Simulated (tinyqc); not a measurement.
Electron mobility in a silicon inversion layer, empirical terms and Matthiessen rule: two steps of the calculation.

Inversion layer of sheet density Ns on a uniformly doped body. The mobility terms are empirical power laws with prefactors chosen for the exercise; adding their inverses (Matthiessen) is itself an approximation.

Values chosen for this exercise; material values close to those of silicon:

| symbol | value | unit | meaning |
|---|---|---|---|
| T | 300 | K | temperature |
| Eg | 1.11 | eV | band gap |
| eps_r | 11.6 |  | relative permittivity of the semiconductor |
| Nc | 2.76e19 | cm^-3 | conduction-band density of states at T |
| Nv | 2.67e19 | cm^-3 | valence-band density of states at T |
| Nb | 1.4e18 | cm^-3 | body doping |
| Vsb | 0.6 | V | reverse body bias |
| eta | 0.5 |  | weight of the inversion charge in the effective field |
| Cox | 1.72 | uF/cm^2 | gate capacitance |
| Ns | 6.2e12 | cm^-2 | inversion density |
| WL | 5 |  | ratio W/L |
| Vd | 0.02 | V | drain voltage |

Constants: q = 1.602176634e-19 C, kB = 1.380649e-23 J/K, Vt = kB T/q, eps0 = 8.8541878128e-14 F/cm where lengths are in cm. Results are converted to the units shown.

Question 1. Depletion charge and effective field. ni = sqrt(Nc Nv) exp(-Eg/(2 Vt)), Eg in volts; Ndep = sqrt(2 eps0 eps_r Nb (2 Vt ln(Nb/ni) + Vsb)/q); E = q (Ndep + eta Ns)/(eps0 eps_r), in MV/cm.

Find: ni; Ndep; E.

Answer 1.

ni = 1.289e10 cm^-3
Ndep = 5.286e12 cm^-2
E = 1.308 MV/cm

The depletion charge gives 63.0 % of the field.

Question 2. Split C-V extraction. Q(Vg) is the trapezoid sum of Cgc from the first point (where Q is taken as 0); mu_eff = I/((W/L) Q Vd); mu_FE = (dI/dVg)/((W/L) Cox Vd) with a backward difference. Listed from point 4 on.

```
point,Vg (V),Cgc (uF/cm^2),I (uA)
0,0.1,0.0015161230,3.3869787e-7
1,0.15,0.0058482373,5.0497048e-6
2,0.2,0.022397444,7.4638470e-5
3,0.25,0.083496107,0.0010678368
4,0.3,0.28343921,0.013622876
5,0.35,0.74438841,0.12536490
6,0.4,1.2846224,0.63772832
7,0.45,1.5814052,1.7888018
8,0.5,1.6818835,3.4195935
9,0.55,1.7099788,5.2867721
10,0.6,1.7173974,7.2411594
11,0.65,1.7193262,9.2043139
12,0.7,1.7198257,11.133947
```

Find: Q; mu_eff; mu_FE.

Answer 2.

```
point,Q (uC/cm^2),mu_eff (cm^2/(V s)),mu_FE (cm^2/(V s))
4,0.01271,10.72,1.460
5,0.03841,32.64,12.99
6,0.08913,71.55,59.58
7,0.1608,111.3,133.8
8,0.2424,141.1,189.6
9,0.3272,161.6,217.1
10,0.4128,175.4,227.3
11,0.4988,184.5,228.3
12,0.5847,190.4,224.4
```

At the last point mu_FE is 18 % above mu_eff.

Computed by the program tinyqc: `OMP_NUM_THREADS=1 python tinyqc.py 2510170 2510171 out.jsonl`, one thread of a shared Intel Xeon 2.30GHz, about 0.01 s for the whole run.
